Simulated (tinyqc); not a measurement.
Plasmons of a degenerate electron gas in the random-phase approximation: one step. The dielectric function at one point.

Lindhard function: eps(q, E)/eb = 1 + (qTF/q)^2 (f1 + i f2) with z = q/(2 kF), u = E/(hbar vF q), hbar vF = 2 c kF/m; f1 = 1/2 + [h(z - u) + h(z + u)]/(8 z), h(x) = (1 - x^2) ln|(x + 1)/(x - 1)|; f2 = pi u/2 for z + u < 1, (pi/(8 z))(1 - (z - u)^2) for |z - u| < 1 < z + u, else 0. Pairs exist for c (q^2 - 2 q kF)/m < E < c (q^2 + 2 q kF)/m.

Inputs chosen for the exercise (out of a larger set: a free-electron density near that of Li; not measured data): q = 0.411 1/angstrom (wave vector); E = 8.79 eV (energy transfer).

kF = 1.120396 1/angstrom
qTF = 1.641876 1/angstrom
hbar vF = 8.537377 eV angstrom

Problem. Give also the loss function Im(-eb/eps).

Give: z, u; f1, f2; eps/eb; loss function.

Solution.

z, u: 0.1834  2.5051

f1, f2: -0.0593  0.0000

eps/eb = 0.054
loss function = 0.000

The point lies outside the pair continuum: eps is real, and there is loss only on the plasmon line eps = 0.

Run: tinyqc, `OMP_NUM_THREADS=1 python tinyqc.py 1681652 1681653 out.jsonl`; Intel(R) Xeon(R) Processor @ 2.30GHz, one thread, shared host; about 0.01 s of CPU time with all checks.
